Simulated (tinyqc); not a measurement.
The vacancy as the cations move: bond unit of a tetrahedral oxide and its oxygen vacancy in tight binding.

Without the oxygen the two hybrids face each other at distance R and couple by -V2, V2 = 3.22 x 2c/R^2, c = hbar^2/2m0: a bond at eh - V2 with two electrons and an antibond at eh + V2. Levels are measured from eop, the lone-pair level that stands for the top of the valence band.

Constants: hbar^2/2m0 = 3.80998211 eV angstrom^2.

Inputs chosen for the exercise (out of a larger set: near tabulated values for SiO2; not measured data):

| symbol | value | unit | meaning |
|---|---|---|---|
| es | -14.84 | eV | s level of the cation |
| ep | -7.51 | eV | p level of the cation |
| eop | -16.75 | eV | p level of oxygen |

R is varied; eh = (es + 3 ep)/4. The last two columns are the band energies of the bond with two electrons, -2 V2, and with one, -V2.

Against R (eV):

| R (angstrom) | V2 | bond level | antibond level | two electrons | one electron |
|---|---|---|---|---|---|
| 2.20 | 5.069 | 2.338 | 12.477 | -10.139 | -5.069 |
| 2.35 | 4.443 | 2.965 | 11.850 | -8.886 | -4.443 |
| 2.50 | 3.926 | 3.482 | 11.333 | -7.852 | -3.926 |
| 2.70 | 3.366 | 4.042 | 10.773 | -6.731 | -3.366 |
| 3.00 | 2.726 | 4.681 | 10.134 | -5.453 | -2.726 |
| 3.30 | 2.253 | 5.154 | 9.661 | -4.506 | -2.253 |
| 3.70 | 1.792 | 5.615 | 9.200 | -3.585 | -1.792 |
| 4.20 | 1.391 | 6.017 | 8.798 | -2.782 | -1.391 |

The bond level rises from 2.34 eV at 2.2 to 6.02 eV at 4.2 angstrom, towards the lone hybrid at 7.41 eV. Taking one electron away halves the pull between the cations (at 2.5 angstrom from 6.28 to 3.14 eV/angstrom), so the positive vacancy relaxes outward and its level moves up: capture and release of a hole take place at different energies.

(tinyqc, `OMP_NUM_THREADS=1 python tinyqc.py 1452715 1452716 out.jsonl`, Intel(R) Xeon(R) Processor @ 2.30GHz, 1 thread, shared host, about 0.01 s.)
